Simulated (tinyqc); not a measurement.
Switching kinetics of a ferroelectric film and the memory window of a ferroelectric gate stack: one step, computed by the program tinyqc.

Fields in MV/cm; 1 microcoulomb/cm^2 over eps_0 is 11.29409 MV/cm. In the stack (metal, ferroelectric, interlayer, channel) the channel is taken as a conductor.

Question. The hysteresis loop. Saturated branches: P(E) = P_s tanh[(E -/+ E_c)/(2 delta)], delta = E_c/ln[(1 + P_r/P_s)/(1 - P_r/P_s)]; D = P + eps_0 eps_F E.

Inputs (values chosen for the exercise, for a model film):
```
quantity                                 value               unit
saturation polarisation P_s                 26  microcoulomb/cm^2
ratio P_r/P_s                             0.88                  -
coercive field E_c                         1.1              MV/cm
permittivity of the ferroelectric eps_F     29                  -
```

Give: delta; P on both branches (microcoulomb/cm^2) at E/E_c = -3, -2, -1, -0.5, 0, 0.5, 1, 1.5, 2, 3; peak differential permittivity eps_F + P_s/(2 delta eps_0).

Answer.

delta = 0.3998 MV/cm

P on both branches (microcoulomb/cm^2) at E/E_c = -3, -2, -1, -0.5, 0, 0.5, 1, 1.5, 2, 3:
```
E (MV/cm)  rising branch  falling branch
-3.30             -26.00          -25.79
-2.20             -25.99          -22.88
-1.10             -25.79            0.00
-0.55             -25.17           15.51
0.00              -22.88           22.88
0.55              -15.51           25.17
1.10                0.00           25.79
1.65               15.51           25.95
2.20               22.88           25.99
3.30               25.79           26.00
```

peak differential permittivity eps_F + P_s/(2 delta eps_0) = 396.3
